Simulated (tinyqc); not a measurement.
Floating body of a partially depleted SOI transistor: body voltage and kink: two steps of the calculation.

Source at 0 V. Channel current Ic = 2 nf K Vt^2 [F(0) - F(Vd)](1 + la Vd), F(V) = ln^2(1 + exp((Vg - VT - nf V)/(2 nf Vt))), VT = VT0 - gb Vb. Saturation voltage Vs = 2 Vt sqrt(F(0)) + 3 Vt, excess Ve = (Vd - Vs + sqrt((Vd - Vs)^2 + 0.0004 V^2))/2, multiplication M1 = Ai Ve exp(-Bl/Ve). Each junction passes D(v) = J1 (exp(v/Vt) - 1) + J2 (exp(v/(2 Vt)) - 1). Bipolar current Ib = bb J1 (exp(Vb/Vt) - 1). The body settles where M1 (Ic + Ib) = D(Vb) + D(Vb - Vd) + Vb/Rb; drain current Id = (1 + M1)(Ic + Ib) - D(Vb - Vd).

Parameters, values chosen for the exercise; values of the order met in partially depleted silicon-on-insulator transistors:
- T = 300 K (temperature)
- VT0 = 0.48 V (threshold at zero body voltage)
- gb = 0.15 (fall of the threshold per volt of body voltage)
- nf = 1.27 (slope factor)
- K = 540 uA/(V^2 um) (gain factor per width)
- la = 0.07 1/V (channel-length modulation factor)
- Ai = 2.3 1/V (impact-ionisation prefactor)
- Bl = 6.3 V (impact-ionisation voltage)
- J1 = 3.8e-12 uA/um (diffusion saturation current of each junction)
- J2 = 1e-9 uA/um (recombination saturation current of each junction)
- bb = 0.5 (gain of the lateral bipolar transistor on the diffusion current)
- Rb = 1e9 kohm um (resistance of a weak body tie to the source (1e9 stands for no tie, and the term is then dropped))
- Vg = 0.56 V (gate voltage)
- Vd = 2.3 V (drain voltage)

Constants: q = 1.602176634e-19 C, kB = 1.380649e-23 J/K, Vt = kB T/q. Results are converted to the units shown.

Problem 1. New Vb. Current into the body I_in = M1 (Ic + Ib) - D(Vb - Vd), current out I_out = D(Vb) + Vb/Rb; f = ln(I_in/I_out), s = df/dVb by central differences over 1e-5 V, Vb(new) = Vb - f/s.

Vb after iteration 1 = 0.67080536 V

Find: Ic; Ve; M1; I_in; I_out; f; s; Vb after iteration 2.

Solution 1.

Ic = 8.4191 uA/um
Ve = 2.0771 V
M1 = 0.23010
I_in = 2.0184 uA/um
I_out = 0.70645 uA/um
f = 1.0498
s = -35.863 1/V
Vb after iteration 2 = 0.70008 V

Problem 2. Drain current with floating and with grounded body. Id and VT at the converged Vb, Id at Vb = 0, their ratio, and the bipolar share Ib/(Ic + Ib).

converged Vb = 0.70104037 V

Find: VT; Id, floating; Id, grounded; ratio; bipolar share.

Solution 2.

VT = 0.3748 V
Id, floating = 12.22 uA/um
Id, grounded = 2.932 uA/um
ratio = 4.170
bipolar share = 11.43 %

The body rises to 0.701 V and lowers the threshold by 105 mV.

Range of the model: The multiplication law is an empirical form chosen for the exercise; self-heating and capacitive coupling to the body are left out, and the linear laws are rough once Vb passes about 0.7 V or M1 about 0.1.

Numbers from tinyqc (`OMP_NUM_THREADS=1 python tinyqc.py 2182067 2182068 out.jsonl`; about 0.2 s on one thread of a shared Intel Xeon 2.30GHz).
